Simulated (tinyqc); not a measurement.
Worked calculation: sheet resistance of a shallow doped layer with concentration-dependent mobility and limited activation. Computed by tinyqc, a small Python program that keeps every step. Command: `OMP_NUM_THREADS=1 python tinyqc.py 3013166 3013167 out.jsonl irvin walk`. One thread of a shared host (Intel(R) Xeon(R) Processor @ 2.30GHz), about 0.02 s of CPU time with the checks. Intermediate numbers are printed to about 7 digits and carried at full precision; extremes and crossings named in words are read from the listed rows.

A layer of one dopant lies in a background of the opposite type. Current flows parallel to the surface down to the junction; depletion is ignored.

Inputs (values chosen for the exercise, modelled on arsenic in silicon):
```
quantity,value,unit
surface concentration C_s,1.3e+21,1/cm^3
length l,3.6,nm
background C_B,1.3e+17,1/cm^3
mobility floor mu_min,52.4,cm^2/(V s)
mobility mu_max,1440,cm^2/(V s)
reference density N_r,9.1e+16,1/cm^3
exponent alpha,0.681,-
prefactor of the active limit,2.3e+22,1/cm^3
energy of the active limit,0.477,eV
anneal temperature T,800,C
```

Profile: Gaussian.

Constants: k_B = 8.617333262e-05 eV/K; e = 1.602176634e-19 C.

## Active limit and depths

C(x) = C_s exp(-x^2/(2 l^2)). Temperatures in kelvin are T(C) + 273.15. Active limit C_a = prefactor x exp(-energy/(k_B T)); the junction lies where C = C_B, and the profile exceeds C_a down to x_a (zero if C_s is below C_a). Slope at the junction in nm per decade = ln(10) C/|dC/dx|.

active limit C_a = 1.323176e+20 1/cm^3

junction depth x_j = 15.45096 nm

depth x_a = 7.695777 nm

abruptness at the junction = 1.931369 nm/decade

## Local values

Active density N = min(C, C_a); carriers n = N - C_B; mobility mu = mu_min + (mu_max - mu_min)/(1 + ((N + C_B)/N_r)^alpha). Conductivity e n mu. Depths are 0, 0.2, 0.4, 0.6, 0.8 and 0.95 of x_j.

Along the depth:
```
x (nm),C (1/cm^3),N (1/cm^3),mu (cm^2/(V s)),conductivity (S/cm)
0.00000,1.300000e+21,1.323176e+20,62.0655,1314.472
3.09019,8.993803e+20,1.323176e+20,62.0655,1314.472
6.18038,2.978128e+20,1.323176e+20,62.0655,1314.472
9.27057,4.720015e+19,4.720015e+19,71.7422,541.042
12.36076,3.580497e+18,3.580497e+18,155.2365,85.819
14.67841,3.191122e+17,3.191122e+17,402.2888,12.189
```

## Sheet resistance

Integrals from 0 to x_j, where C = C_B (Gauss-Legendre, 60 points on each smooth piece; 1 nm = 1e-7 cm): dose int C dx, carriers int n dx, mean mobility int n mu dx/int n dx, R_s = 1/(e int n mu dx).

chemical dose = 5.865406e+14 1/cm^2

sheet carrier density = 1.207037e+14 1/cm^2

mean mobility = 63.94778 cm^2/(V s)

sheet resistance R_s = 808.6182 ohm/square

carriers per dopant atom = 0.2057892

product R_s x_j = 12493.92 ohm nm

A box at the active limit as deep as x_j would give 492 ohm/square, the least this anneal allows at that depth. Clipping at C_a leaves 79 % of the dose without carriers (compensation included).

## Raising the surface concentration at fixed length

The last column drops the active limit.

Layers:
```
C_s (1/cm^3),x_j (nm),dose (1/cm^2),mean mu (cm^2/(V s)),R_s (ohm/square),R_s if all active
1.00e+18,7.27204,4.316193e+11,300.1017,61699.92,6.169992e+04
3.00e+18,9.01990,1.337029e+12,201.3032,25419.14,2.541914e+04
1.00e+19,10.60969,4.497460e+12,129.7334,11035.64,1.103564e+04
3.00e+19,11.87609,1.352265e+13,92.5657,5043.88,5.043876e+03
1.00e+20,13.12435,4.510727e+13,71.2473,1949.49,1.949489e+03
2.00e+20,13.79184,9.022710e+13,66.1724,1242.76,1.075518e+03
5.00e+20,14.62755,2.255856e+14,64.6358,958.91,4.692926e+02
1.00e+21,15.22930,4.511826e+14,64.0951,842.50,2.446333e+02
2.00e+21,15.80816,9.023760e+14,63.7488,761.07,1.257231e+02
```

R_s falls as C_s^-0.81 between the first rows and as C_s^-0.15 between the last. Below C_a = 1.3e20 the exponent is set by the mobility, which drops from 300 towards mu_min, and by compensation. Above C_a extra dose only widens the clipped region: in the last row R_s is 6.05 times the fully active value. Caution: in rows with more than about 2e20 active atoms per cm^3 measured mobilities fall further than this form.

Checks made by the program: sheet conductance against adaptive quadrature (relative difference below 1e-10).
